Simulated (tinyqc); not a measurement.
What moves the results: special k points of the bcc lattice. A value that a table varies takes the place of the one given here.

Lattice vectors in units of a: a1 = (-1/2, 1/2, 1/2), a2 = (1/2, -1/2, 1/2), a3 = (1/2, 1/2, -1/2); reciprocal vectors b_i with a_i . b_j = 2 pi delta_ij. Mesh: k = sum_i f_i b_i with f_i = (2 j_i + shift)/(2 N), j_i = 0 .. N-1. The point group of the lattice has 48 operations; only those that map the mesh onto itself are used.

A_m(k) = sum over the m-th star of lattice vectors R of cos(k . R), stars in order of length: m = 1: |R|^2 = 0.75, 8 vectors, such as (1, 1, 1) in the basis a_i; m = 2: |R|^2 = 1, 6 vectors, such as (1, 1, 0) in the basis a_i; m = 3: |R|^2 = 2, 12 vectors, such as (2, 1, 1) in the basis a_i; m = 4: |R|^2 = 2.75, 24 vectors, such as (2, 2, 1) in the basis a_i; m = 5: |R|^2 = 3, 8 vectors, such as (2, 2, 2) in the basis a_i; m = 6: |R|^2 = 4, 6 vectors, such as (2, 2, 0) in the basis a_i. The zone mean of every A_m is zero.

Test function, the lower band of a two-band insulator: E(k) = -sqrt(D^2 + (e0 - t A_1(k))^2).

Values chosen for the exercise (the lattice of W; shifted at random, so the results belong to these values and not to a real crystal):
```
symbol  value  unit  meaning
D       1.45   eV    half gap term
t       0.39   eV    coupling
e0      1.7    eV    offset
N       4            points along each reciprocal vector
shift   1            half steps
```

## Mesh size and shift

Errors of the mean of E against the unshifted mesh with N = 24. The fifth column is |R|^2 of the shortest star with a non-zero mean.

Meshes:
```
mesh       points  irreducible  operations  |R|^2 missed  error (meV)
1 Gamma         1            1          48          0.75      350.666
1 shifted       1            1          48          0.75    -2653.205
2 Gamma         8            3          48          3.00     -178.480
2 shifted       8            2          48          3.00      145.783
3 Gamma        27            4          48          6.75       -4.782
3 shifted      27            4          48          6.75       14.238
4 Gamma        64            8          48         12.00        1.021
4 shifted      64            6          48         12.00       -1.770
5 Gamma       125           10          48         18.75       -0.086
5 shifted     125           10          48         18.75       -0.109
6 Gamma       216           16          48           >24       -0.013
6 shifted     216           14          48           >24        0.094
```

reference mean = -2.38017 eV

The shifted mesh has the smaller error for 1 of 6 values of N and the larger for 5. The cheapest mesh within 1 meV is 5 Gamma and 5 shifted, with 10 irreducible points. A mesh misses the lattice vectors N (n1 a1 + n2 a2 + ...); the half shift gives each the sign (-1)^(n1 + n2 + ...), so the 8 shortest ones add up to -8 in place of 8: their term only changes sign. The shift keeps the full symmetry; it leaves fewer irreducible points for N = 2, 4 and 6.

## Gap and mesh density

D takes the values listed; errors against the unshifted mesh with N = 30, for unshifted meshes.

Errors (meV):
```
D (eV)  reference (eV)     N = 2   N = 4   N = 6   N = 8
0.2            -1.7986  -267.477  26.293  -3.059  -0.114
0.4            -1.8467  -252.127  15.813  -1.288  -0.095
0.8            -2.0043  -219.307   5.259  -0.152  -0.023
1.5            -2.4135  -176.045   0.918  -0.013   0.001
2.5            -3.1648  -140.727   0.225  -0.004   0.000
4.0            -4.4629  -110.339   0.098  -0.001   0.000
```

The first listed N from which the error stays below 0.5 meV is 8 for D = 0.2, 8 for D = 0.4, 6 for D = 0.8, 6 for D = 1.5, 4 for D = 2.5, 4 for D = 4 eV. A larger D makes the function smoother, so its Fourier coefficients fall faster with |R|.

## One point for the whole zone

The mean-value (Baldereschi) point is taken at k = (2 pi/a) (0.1667, 0.1667, 0.5), that is f = (0.25, 0.25, -0.0833); the reference is the mesh with N = 24.

Single points:
```
point                    A_1     A_2     A_3     A_4   E (eV)
Gamma                  8.000   6.000  12.000  24.000  -2.0295
mean-value point       0.000   0.000  -3.000   0.000  -2.2344
zone-face centre b1/2  0.000  -2.000  -4.000   0.000  -2.2344
```

reference mean = -2.3802 eV

The mean-value point makes A_1, A_2 and A_4 vanish. Its error is +146 meV, against +351 meV at Gamma and +146 meV at b1/2. E is not linear in A_1; its powers hold sums of nearest vectors and a non-zero mean, so this point is not exact. A_1 has the same value at b1/2, and E depends on A_1 alone, so this test cannot tell the two points apart.

## What moves the zone average

Mean of E over the mesh, and its error against the unshifted mesh with N = 24. Each row changes one parameter from the base and keeps the others.

Results:
```
case          mean (eV)  error (meV)  irreducible points
base            -2.3819        -1.77                   6
N = 5           -2.3803        -0.11                  10
shift = 0       -2.3792         1.02                   8
D = 1.015 eV    -2.1183        -3.18                   6
t = 0.507 eV    -2.4966        -5.33                   6
```

The largest shifts from the base row, up to three for each result and ties (the steps differ in size, so this ranks the rows, not the parameters). mean (eV): D +0.2637, t -0.1147, shift +0.0028. error (meV): t -3.56, shift +2.79, N +1.66. irreducible points: N +4, shift +2; unchanged at the printed digits by D and t.

tinyqc: `OMP_NUM_THREADS=1 python tinyqc.py 1650812 1650813 out.jsonl`; about 0.2 s, one thread, shared Intel(R) Xeon(R) Processor @ 2.30GHz.
